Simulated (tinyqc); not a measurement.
Raising U: Hubbard chain of 6 sites, mean field against exact. Computed by the program tinyqc. Collinear unrestricted mean field (the lowest of 40 random starts) against exact diagonalisation.

one-body matrix (hopping and site energies) (eV):
```
         1        2        3        4        5        6
1  -0.2300  -1.0400   0.0000   0.0000   0.0000   0.0000
2  -1.0400  -0.1000  -1.0400   0.0000   0.0000   0.0000
3   0.0000  -1.0400   0.4000  -1.0400   0.0000   0.0000
4   0.0000   0.0000  -1.0400  -0.4300  -1.0400   0.0000
5   0.0000   0.0000   0.0000  -1.0400  -0.0800  -1.0400
6   0.0000   0.0000   0.0000   0.0000  -1.0400   0.2300
```

electrons, up and down: 3  2

Exact and mean-field results (eV):
```
U            U/t    E exact  E mean field  mean |n_up - n_down|  double occupancy, exact  first gap in the sector
0.5200    0.5000  -6.618566     -6.595414                0.1698                   0.1555                   0.8718
1.0400    1.0000  -6.160465     -6.068403                0.1800                   0.1383                   0.8266
3.1200    3.0000  -4.816226     -4.180992                0.4198                   0.0809                   0.6235
4.1600    4.0000  -4.375782     -3.572370                0.5805                   0.0612                   0.5381
6.2400    6.0000  -3.782622     -2.911100                0.7156                   0.0365                   0.4114
8.3200    8.0000  -3.417581     -2.588724                0.7955                   0.0234                   0.3279
12.4800  12.0000  -3.006774     -2.320316                0.8172                   0.0115                   0.2298
20.8000  20.0000  -2.649954     -2.125628                0.8297                   0.0044                   0.1420
```

Estimate the missing row, U = 2.08.

Computed row:
```
U          U/t    E exact  E mean field  mean |n_up - n_down|  double occupancy, exact  first gap in the sector
2.0800  2.0000  -5.398456     -5.053628                0.2441                   0.1068                   0.7231
```

In absolute terms mean field is worst at U/t = 6.0, 0.872 eV too high: at small U it is nearly exact, and at large U it still misses the motion of the hole through a fluctuating spin background. Relative to the exact energy its error is 0.3 % at the smallest U, 24 % at most and 20 % at the largest. The double occupancy falls from 0.155 to 0.004.
